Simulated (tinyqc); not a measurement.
Worked calculation (part 1 of 3): ROHF in the sto-3g basis, for BeH, spin multiplicity 2. Computed by tinyqc, a small Python program that keeps every step (integrals from PySCF). Settings: charge = 0, multiplicity = 2, basis = sto-3g, energy threshold = 1e-09, iteration cap = 55, orthogonalisation = symmetric, start = Wolfsberg-Helmholz matrix, DIIS depth = 8, method = ROHF. Command: `OMP_NUM_THREADS=1 python tinyqc.py 21963 21964 out.jsonl` (the two numbers bound the seeds that draw the settings). One thread of a shared host (Intel(R) Xeon(R) Processor @ 2.60GHz), about 0.09 s of CPU time with the checks. Later iterations appear only in the table of the cycle.

## One-electron integrals

Geometry (angstrom):
```
atom         x         y         z
Be    0.000000  0.000000  0.000000
H     0.000000  0.000000  2.561000
```

Basis sto-3g: exponents (1/bohr^2) and contraction coefficients of normalised primitives:
```
element  l (shell)   exponent  coefficient
Be           s (1)  30.167871     0.154329
Be           s (1)   5.495115     0.535328
Be           s (1)   1.487193     0.444635
Be           s (2)   1.314833    -0.099967
Be           s (2)   0.305539     0.399513
Be           s (2)   0.099371     0.700115
Be           p (3)   1.314833     0.155916
Be           p (3)   0.305539     0.607684
Be           p (3)   0.099371     0.391957
H            s (1)   3.425251     0.154329
H            s (1)   0.623914     0.535328
H            s (1)   0.168855     0.444635
```

Overlap, kinetic and nuclear-attraction integrals over the contracted functions; the nuclear repulsion is the sum of Za Zb / Rab.

nuclear repulsion = 0.82651653 hartree

overlap S:
```
           1Be 1s    1Be 2s   1Be 2px   1Be 2py   1Be 2pz     2H 1s
1Be 1s   1.000000  0.259517  0.000000  0.000000  0.000000  0.003772
1Be 2s   0.259517  1.000000  0.000000  0.000000  0.000000  0.113158
1Be 2px  0.000000  0.000000  1.000000  0.000000  0.000000  0.000000
1Be 2py  0.000000  0.000000  0.000000  1.000000  0.000000  0.000000
1Be 2pz  0.000000  0.000000  0.000000  0.000000  1.000000  0.167432
2H 1s    0.003772  0.113158  0.000000  0.000000  0.167432  1.000000
```

kinetic energy T (hartree):
```
            1Be 1s     1Be 2s   1Be 2px   1Be 2py   1Be 2pz      2H 1s
1Be 1s    6.693975  -0.033012  0.000000  0.000000  0.000000  -0.002561
1Be 2s   -0.033012   0.211111  0.000000  0.000000  0.000000  -0.007330
1Be 2px   0.000000   0.000000  0.660592  0.000000  0.000000   0.000000
1Be 2py   0.000000   0.000000  0.000000  0.660592  0.000000   0.000000
1Be 2pz   0.000000   0.000000  0.000000  0.000000  0.660592   0.003531
2H 1s    -0.002561  -0.007330  0.000000  0.000000  0.003531   0.760032
```

nuclear attraction V (hartree):
```
             1Be 1s     1Be 2s    1Be 2px    1Be 2py    1Be 2pz      2H 1s
1Be 1s   -14.767721  -1.952869   0.000000   0.000000  -0.004928  -0.026945
1Be 2s    -1.952869  -2.519665   0.000000   0.000000  -0.053081  -0.208202
1Be 2px    0.000000   0.000000  -2.491360   0.000000   0.000000   0.000000
1Be 2py    0.000000   0.000000   0.000000  -2.491360   0.000000   0.000000
1Be 2pz   -0.004928  -0.053081   0.000000   0.000000  -2.520442  -0.301630
2H 1s     -0.026945  -0.208202   0.000000   0.000000  -0.301630  -2.053119
```

core Hamiltonian H = T + V (hartree):
```
            1Be 1s     1Be 2s    1Be 2px    1Be 2py    1Be 2pz      2H 1s
1Be 1s   -8.073746  -1.985882   0.000000   0.000000  -0.004928  -0.029506
1Be 2s   -1.985882  -2.308554   0.000000   0.000000  -0.053081  -0.215533
1Be 2px   0.000000   0.000000  -1.830768   0.000000   0.000000   0.000000
1Be 2py   0.000000   0.000000   0.000000  -1.830768   0.000000   0.000000
1Be 2pz  -0.004928  -0.053081   0.000000   0.000000  -1.859850  -0.298099
2H 1s    -0.029506  -0.215533   0.000000   0.000000  -0.298099  -1.293087
```

## Two-electron integrals

Functions are numbered as in S; the eight-fold symmetry (ij|kl) = (ji|kl) = (kl|ij) leaves the list below.

Two-electron integrals (ij|kl) in chemists' order, unique and non-zero (hartree):
```
(11|11) 2.298831   (21|11) 0.392036   (21|21) 0.079539   (22|11) 0.570988
(22|21) 0.143041   (22|22) 0.417683   (31|31) 0.014607   (32|31) 0.021888
(32|32) 0.092265   (33|11) 0.569578   (33|21) 0.143083   (33|22) 0.417589
(33|33) 0.449859   (41|41) 0.014607   (42|41) 0.021888   (42|42) 0.092265
(43|43) 0.024249   (44|11) 0.569578   (44|21) 0.143083   (44|22) 0.417589
(44|33) 0.401360   (44|44) 0.449859   (51|51) 0.014607   (52|51) 0.021888
(52|52) 0.092265   (53|53) 0.024249   (54|54) 0.024249   (55|11) 0.569578
(55|21) 0.143083   (55|22) 0.417589   (55|33) 0.401360   (55|44) 0.401360
(55|55) 0.449859   (61|11) 0.005417   (61|21) 0.001111   (61|22) 0.002058
(61|33) 0.002039   (61|44) 0.002039   (61|51) 0.000129   (61|52) 0.000247
(61|55) 0.002096   (61|61) 0.000017   (62|11) 0.035631   (62|21) 0.009176
(62|22) 0.032444   (62|33) 0.031050   (62|44) 0.031050   (62|51) 0.001110
(62|52) 0.008785   (62|55) 0.035190   (62|61) 0.000148   (62|62) 0.005839
(63|31) 0.000470   (63|32) 0.002827   (63|53) 0.001201   (63|63) 0.000300
(64|41) 0.000470   (64|42) 0.002827   (64|54) 0.001201   (64|64) 0.000300
(65|11) 0.049049   (65|21) 0.012688   (65|22) 0.045905   (65|33) 0.043571
(65|44) 0.043571   (65|51) 0.001694   (65|52) 0.013436   (65|55) 0.050513
(65|61) 0.000208   (65|62) 0.008926   (65|65) 0.013727   (66|11) 0.206625
(66|21) 0.053621   (66|22) 0.205824   (66|33) 0.196546   (66|44) 0.196546
(66|51) 0.004925   (66|52) 0.052133   (66|55) 0.224114   (66|61) 0.000849
(66|62) 0.054697   (66|65) 0.086822   (66|66) 0.774606
```

## Orthogonalisation

S = U s U^T; symmetric (Loewdin) form X = U s^(-1/2) U^T, so that X^T S X = 1.

eigenvalues of S: 0.707917  0.850375  1.000000  1.000000  1.146188  1.295520

X:
```
            1Be 1s     1Be 2s   1Be 2px   1Be 2py    1Be 2pz      2H 1s
1Be 1s    1.026770  -0.136536  0.000000  0.000000  -0.001421   0.009927
1Be 2s   -0.136536   1.031974  0.000000  0.000000   0.007654  -0.060294
1Be 2px   0.000000   0.000000  1.000000  0.000000   0.000000   0.000000
1Be 2py   0.000000   0.000000  0.000000  1.000000   0.000000   0.000000
1Be 2pz  -0.001421   0.007654  0.000000  0.000000   1.010841  -0.085954
2H 1s     0.009927  -0.060294  0.000000  0.000000  -0.085954   1.015982
```

## Starting guess

The start is the generalised Wolfsberg-Helmholz matrix (K = 1.75) built on H; D(s) = C_occ C_occ^T for each spin.

D(alpha) at the start:
```
            1Be 1s    1Be 2s    1Be 2px    1Be 2py    1Be 2pz      2H 1s
1Be 1s    0.979843  0.028830   0.000000   0.000000  -0.060527  -0.021403
1Be 2s    0.028830  0.051871   0.000000   0.000000   0.199207   0.057808
1Be 2px   0.000000  0.000000   0.179669  -0.383912   0.000000   0.000000
1Be 2py   0.000000  0.000000  -0.383912   0.820331   0.000000   0.000000
1Be 2pz  -0.060527  0.199207   0.000000   0.000000   0.795476   0.231520
2H 1s    -0.021403  0.057808   0.000000   0.000000   0.231520   0.067398
```

D(beta) at the start:
```
            1Be 1s    1Be 2s   1Be 2px   1Be 2py    1Be 2pz      2H 1s
1Be 1s    0.979843  0.028830  0.000000  0.000000  -0.060527  -0.021403
1Be 2s    0.028830  0.051871  0.000000  0.000000   0.199207   0.057808
1Be 2px   0.000000  0.000000  0.000000  0.000000   0.000000   0.000000
1Be 2py   0.000000  0.000000  0.000000  0.000000   0.000000   0.000000
1Be 2pz  -0.060527  0.199207  0.000000  0.000000   0.795476   0.231520
2H 1s    -0.021403  0.057808  0.000000  0.000000   0.231520   0.067398
```

## Iteration 1: building the Fock matrix

J_ij = sum D_kl (ij|kl) with D = D(alpha) + D(beta), K_ij = sum D_kl (ik|jl) for each spin; F = H + J - K(s); E = tr D H + tr D J / 2 - 0.5 sum_s tr D(s) K(s) + E_nn.

Coulomb J (hartree):
```
           1Be 1s    1Be 2s    1Be 2px    1Be 2py   1Be 2pz     2H 1s
1Be 1s   6.166231  1.184005   0.000000   0.000000  0.016383  0.016837
1Be 2s   1.184005  2.338319   0.000000   0.000000  0.089700  0.184993
1Be 2px  0.000000  0.000000   2.298484  -0.018619  0.000000  0.000000
1Be 2py  0.000000  0.000000  -0.018619   2.329555  0.000000  0.000000
1Be 2pz  0.016383  0.089700   0.000000   0.000000  2.378027  0.263039
2H 1s    0.016837  0.184993   0.000000   0.000000  0.263039  1.223298
```

exchange K(alpha) (hartree):
```
            1Be 1s    1Be 2s    1Be 2px    1Be 2py    1Be 2pz     2H 1s
1Be 1s    2.305407  0.449795   0.000000   0.000000  -0.001909  0.008364
1Be 2s    0.449795  0.281328   0.000000   0.000000   0.106307  0.055630
1Be 2px   0.000000  0.000000   0.141251  -0.163396   0.000000  0.000000
1Be 2py   0.000000  0.000000  -0.163396   0.413923   0.000000  0.000000
1Be 2pz  -0.001909  0.106307   0.000000   0.000000   0.428257  0.115798
2H 1s     0.008364  0.055630   0.000000   0.000000   0.115798  0.113774
```

exchange K(beta) (hartree):
```
            1Be 1s    1Be 2s   1Be 2px   1Be 2py    1Be 2pz     2H 1s
1Be 1s    2.290800  0.427907  0.000000  0.000000  -0.001909  0.007893
1Be 2s    0.427907  0.189063  0.000000  0.000000   0.106307  0.052803
1Be 2px   0.000000  0.000000  0.040533  0.000000   0.000000  0.000000
1Be 2py   0.000000  0.000000  0.000000  0.040533   0.000000  0.000000
1Be 2pz  -0.001909  0.106307  0.000000  0.000000   0.404008  0.114597
2H 1s     0.007893  0.052803  0.000000  0.000000   0.114597  0.113474
```

F(alpha) (hartree):
```
            1Be 1s     1Be 2s   1Be 2px   1Be 2py    1Be 2pz      2H 1s
1Be 1s   -4.212922  -1.251672  0.000000  0.000000   0.013364  -0.021033
1Be 2s   -1.251672  -0.251562  0.000000  0.000000  -0.069688  -0.086169
1Be 2px   0.000000   0.000000  0.326465  0.144777   0.000000   0.000000
1Be 2py   0.000000   0.000000  0.144777  0.084864   0.000000   0.000000
1Be 2pz   0.013364  -0.069688  0.000000  0.000000   0.089919  -0.150858
2H 1s    -0.021033  -0.086169  0.000000  0.000000  -0.150858  -0.183563
```

F(beta) (hartree):
```
            1Be 1s     1Be 2s    1Be 2px    1Be 2py    1Be 2pz      2H 1s
1Be 1s   -4.198316  -1.229784   0.000000   0.000000   0.013364  -0.020563
1Be 2s   -1.229784  -0.159298   0.000000   0.000000  -0.069688  -0.083342
1Be 2px   0.000000   0.000000   0.427183  -0.018619   0.000000   0.000000
1Be 2py   0.000000   0.000000  -0.018619   0.458255   0.000000   0.000000
1Be 2pz   0.013364  -0.069688   0.000000   0.000000   0.114169  -0.149657
2H 1s    -0.020563  -0.083342   0.000000   0.000000  -0.149657  -0.183263
```

total energy of this density = -14.21652086 hartree

## Iteration 1: Roothaan effective Fock matrix

With projectors Pc = D(beta) S, Po = (D(alpha) - D(beta)) S, Pv = 1 - D(alpha) S, the block xy is Px^T F Py; with Fc = (F(alpha) + F(beta))/2, the blocks are Fc for cc, oo, vv and cv, F(beta) for co and F(alpha) for ov.

effective F (hartree):
```
            1Be 1s     1Be 2s   1Be 2px   1Be 2py    1Be 2pz      2H 1s
1Be 1s   -4.205619  -1.240728  0.000000  0.000000   0.013364  -0.020798
1Be 2s   -1.240728  -0.205430  0.000000  0.000000  -0.069688  -0.084755
1Be 2px   0.000000   0.000000  0.376824  0.063079   0.000000   0.000000
1Be 2py   0.000000   0.000000  0.063079  0.271559   0.000000   0.000000
1Be 2pz   0.013364  -0.069688  0.000000  0.000000   0.102044  -0.150258
2H 1s    -0.020798  -0.084755  0.000000  0.000000  -0.150258  -0.183413
```

## Iteration 1: diagonalisation and new density

Diagonalise F' = X^T F X, C = X C', fill 3 alpha and 2 beta electrons from the bottom; D(s) = C_occ C_occ^T. Each column has its largest component positive (the first on a tie).

F' = X^T F X (hartree):
```
           1          2         3         4          5          6
1  -4.090025  -0.719154  0.000000  0.000000   0.019168   0.020550
2  -0.719154   0.061016  0.000000  0.000000  -0.057460  -0.075123
3   0.000000   0.000000  0.376824  0.063079   0.000000   0.000000
4   0.000000   0.000000  0.063079  0.271559   0.000000   0.000000
5   0.019168  -0.057460  0.000000  0.000000   0.128020  -0.144941
6   0.020550  -0.075123  0.000000  0.000000  -0.144941  -0.152782
```

orbital energies (hartree): MO1 -4.211121, MO2 -0.235684, MO3 0.171254, MO4 0.221782, MO5 0.242039, MO6 0.406345

coefficients C:
```
               MO1        MO2        MO3        MO4        MO5       MO6
1Be 1s    0.989857  -0.056711  -0.182735  -0.237850   0.000000  0.000000
1Be 2s    0.036703   0.179995   0.639022   0.803251   0.000000  0.000000
1Be 2px   0.000000   0.000000   0.000000   0.000000  -0.423874  0.905721
1Be 2py   0.000000   0.000000   0.000000   0.000000   0.905721  0.423874
1Be 2pz  -0.002209   0.321437   0.730202  -0.626679   0.000000  0.000000
2H 1s    -0.002058   0.859748  -0.544966   0.084753   0.000000  0.000000
```

D(alpha) after iteration 1:
```
            1Be 1s     1Be 2s   1Be 2px   1Be 2py    1Be 2pz      2H 1s
1Be 1s    1.016426  -0.090649  0.000000  0.000000  -0.153849   0.048791
1Be 2s   -0.090649   0.442095  0.000000  0.000000   0.524392  -0.193571
1Be 2px   0.000000   0.000000  0.000000  0.000000   0.000000   0.000000
1Be 2py   0.000000   0.000000  0.000000  0.000000   0.000000   0.000000
1Be 2pz  -0.153849   0.524392  0.000000  0.000000   0.636522  -0.121576
2H 1s     0.048791  -0.193571  0.000000  0.000000  -0.121576   1.036158
```

D(beta) after iteration 1:
```
            1Be 1s    1Be 2s   1Be 2px   1Be 2py    1Be 2pz      2H 1s
1Be 1s    0.983034  0.026123  0.000000  0.000000  -0.020416  -0.050794
1Be 2s    0.026123  0.033745  0.000000  0.000000   0.057776   0.154675
1Be 2px   0.000000  0.000000  0.000000  0.000000   0.000000   0.000000
1Be 2py   0.000000  0.000000  0.000000  0.000000   0.000000   0.000000
1Be 2pz  -0.020416  0.057776  0.000000  0.000000   0.103327   0.276359
2H 1s    -0.050794  0.154675  0.000000  0.000000   0.276359   0.739170
```

## Iteration 2: building the Fock matrix

As before.

Coulomb J (hartree):
```
           1Be 1s    1Be 2s   1Be 2px   1Be 2py   1Be 2pz     2H 1s
1Be 1s   5.618145  1.045925  0.000000  0.000000  0.029574  0.015020
1Be 2s   1.045925  2.007996  0.000000  0.000000  0.195827  0.220787
1Be 2px  0.000000  0.000000  1.976035  0.000000  0.000000  0.000000
1Be 2py  0.000000  0.000000  0.000000  1.976035  0.000000  0.000000
1Be 2pz  0.029574  0.195827  0.000000  0.000000  2.062686  0.328394
2H 1s    0.015020  0.220787  0.000000  0.000000  0.328394  2.126751
```

exchange K(alpha) (hartree):
```
            1Be 1s    1Be 2s   1Be 2px   1Be 2py    1Be 2pz     2H 1s
1Be 1s    2.310061  0.416283  0.000000  0.000000  -0.003717  0.006909
1Be 2s    0.416283  0.290546  0.000000  0.000000   0.235406  0.060599
1Be 2px   0.000000  0.000000  0.066074  0.000000   0.000000  0.000000
1Be 2py   0.000000  0.000000  0.000000  0.066074   0.000000  0.000000
1Be 2pz  -0.003717  0.235406  0.000000  0.000000   0.334918  0.110437
2H 1s     0.006909  0.060599  0.000000  0.000000   0.110437  0.781017
```

exchange K(beta) (hartree):
```
            1Be 1s    1Be 2s   1Be 2px   1Be 2py    1Be 2pz     2H 1s
1Be 1s    2.284381  0.409824  0.000000  0.000000  -0.001691  0.006429
1Be 2s    0.409824  0.127567  0.000000  0.000000   0.053883  0.094077
1Be 2px   0.000000  0.000000  0.022834  0.000000   0.000000  0.000000
1Be 2py   0.000000  0.000000  0.000000  0.022834   0.000000  0.000000
1Be 2pz  -0.001691  0.053883  0.000000  0.000000   0.107149  0.147499
2H 1s     0.006429  0.094077  0.000000  0.000000   0.147499  0.640050
```

F(alpha) (hartree):
```
            1Be 1s     1Be 2s   1Be 2px   1Be 2py    1Be 2pz      2H 1s
1Be 1s   -4.765663  -1.356240  0.000000  0.000000   0.028363  -0.021395
1Be 2s   -1.356240  -0.591104  0.000000  0.000000  -0.092660  -0.055344
1Be 2px   0.000000   0.000000  0.079193  0.000000   0.000000   0.000000
1Be 2py   0.000000   0.000000  0.000000  0.079193   0.000000   0.000000
1Be 2pz   0.028363  -0.092660  0.000000  0.000000  -0.132083  -0.080142
2H 1s    -0.021395  -0.055344  0.000000  0.000000  -0.080142   0.052647
```

F(beta) (hartree):
```
            1Be 1s     1Be 2s   1Be 2px   1Be 2py    1Be 2pz      2H 1s
1Be 1s   -4.739983  -1.349780  0.000000  0.000000   0.026338  -0.020915
1Be 2s   -1.349780  -0.428125  0.000000  0.000000   0.088863  -0.088822
1Be 2px   0.000000   0.000000  0.122433  0.000000   0.000000   0.000000
1Be 2py   0.000000   0.000000  0.000000  0.122433   0.000000   0.000000
1Be 2pz   0.026338   0.088863  0.000000  0.000000   0.095686  -0.117204
2H 1s    -0.020915  -0.088822  0.000000  0.000000  -0.117204   0.193613
```

total energy of this density = -14.38396486 hartree

## Iteration 2: Roothaan effective Fock matrix

As before.

effective F (hartree):
```
            1Be 1s     1Be 2s   1Be 2px   1Be 2py    1Be 2pz      2H 1s
1Be 1s   -4.752946  -1.351368  0.000000  0.000000   0.029246  -0.022606
1Be 2s   -1.351368  -0.505233  0.000000  0.000000   0.005741  -0.064845
1Be 2px   0.000000   0.000000  0.100813  0.000000   0.000000   0.000000
1Be 2py   0.000000   0.000000  0.000000  0.100813   0.000000   0.000000
1Be 2pz   0.029246   0.005741  0.000000  0.000000  -0.006144  -0.091507
2H 1s    -0.022606  -0.064845  0.000000  0.000000  -0.091507   0.111616
```

## Iteration 2: DIIS over 2 matrices

error matrix X^T (FDS - SDF) X:
```
           1          2         3         4          5          6
1   0.000000  -0.054267  0.000000  0.000000   0.015061   0.022285
2   0.054267   0.000000  0.000000  0.000000  -0.083287  -0.054452
3   0.000000   0.000000  0.000000  0.000000   0.000000   0.000000
4   0.000000   0.000000  0.000000  0.000000   0.000000   0.000000
5  -0.015061   0.083287  0.000000  0.000000   0.000000  -0.120908
6  -0.022285   0.054452  0.000000  0.000000   0.120908   0.000000
```

B (overlaps of the stored error matrices):
```
                1               2
1   3.6287331e-01  -8.2016764e-02
2  -8.2016764e-02   5.6377508e-02
```

Minimise |sum c_i e_i|^2 with sum c_i = 1: solve [B -1; -1 0][c; lambda] = [0; -1] with B_ij = tr e_i^T e_j, and take F = sum c_i F_i.

DIIS coefficients: 0.237267  0.762733

extrapolated F (hartree):
```
            1Be 1s     1Be 2s   1Be 2px   1Be 2py    1Be 2pz      2H 1s
1Be 1s   -4.623083  -1.325117  0.000000  0.000000   0.025478  -0.022177
1Be 2s   -1.325117  -0.434100  0.000000  0.000000  -0.012155  -0.069569
1Be 2px   0.000000   0.000000  0.166301  0.014967   0.000000   0.000000
1Be 2py   0.000000   0.000000  0.014967  0.141325   0.000000   0.000000
1Be 2pz   0.025478  -0.012155  0.000000  0.000000   0.019526  -0.105447
2H 1s    -0.022177  -0.069569  0.000000  0.000000  -0.105447   0.041615
```

## Iteration 2: diagonalisation and new density

As before.

F' = X^T F X (hartree):
```
           1          2         3         4          5          6
1  -4.510802  -0.719206  0.000000  0.000000   0.024651   0.017964
2  -0.719206  -0.166769  0.000000  0.000000  -0.004391  -0.063855
3   0.000000   0.000000  0.166301  0.014967   0.000000   0.000000
4   0.000000   0.000000  0.014967  0.141325   0.000000   0.000000
5   0.024651  -0.004391  0.000000  0.000000   0.038401  -0.114195
6   0.017964  -0.063855  0.000000  0.000000  -0.114195   0.068976
```

orbital energies (hartree): MO1 -4.626913, MO2 -0.109259, MO3 -0.011869, MO4 0.134321, MO5 0.173305, MO6 0.177847

coefficients C:
```
               MO1        MO2        MO3        MO4       MO5        MO6
1Be 1s    0.991924  -0.197607  -0.213821   0.000000  0.000000   0.065707
1Be 2s    0.029525   0.688208   0.739485   0.000000  0.000000  -0.256841
1Be 2px   0.000000   0.000000   0.000000  -0.423874  0.905721   0.000000
1Be 2py   0.000000   0.000000   0.000000   0.905721  0.423874   0.000000
1Be 2pz  -0.005200   0.429087  -0.609684   0.000000  0.000000  -0.688035
2H 1s    -0.001122   0.480299  -0.324545   0.000000  0.000000   0.841025
```

D(alpha) after iteration 2:
```
            1Be 1s     1Be 2s   1Be 2px   1Be 2py    1Be 2pz      2H 1s
1Be 1s    1.068681  -0.264825  0.000000  0.000000   0.040415  -0.026629
1Be 2s   -0.264825   1.021340  0.000000  0.000000  -0.155704   0.090517
1Be 2px   0.000000   0.000000  0.000000  0.000000   0.000000   0.000000
1Be 2py   0.000000   0.000000  0.000000  0.000000   0.000000   0.000000
1Be 2pz   0.040415  -0.155704  0.000000  0.000000   0.555857   0.403966
2H 1s    -0.026629   0.090517  0.000000  0.000000   0.403966   0.336018
```

D(beta) after iteration 2:
```
            1Be 1s     1Be 2s   1Be 2px   1Be 2py    1Be 2pz      2H 1s
1Be 1s    1.022961  -0.106708  0.000000  0.000000  -0.089949  -0.096023
1Be 2s   -0.106708   0.474502  0.000000  0.000000   0.295148   0.330513
1Be 2px   0.000000   0.000000  0.000000  0.000000   0.000000   0.000000
1Be 2py   0.000000   0.000000  0.000000  0.000000   0.000000   0.000000
1Be 2pz  -0.089949   0.295148  0.000000  0.000000   0.184143   0.206096
2H 1s    -0.096023   0.330513  0.000000  0.000000   0.206096   0.230689
```
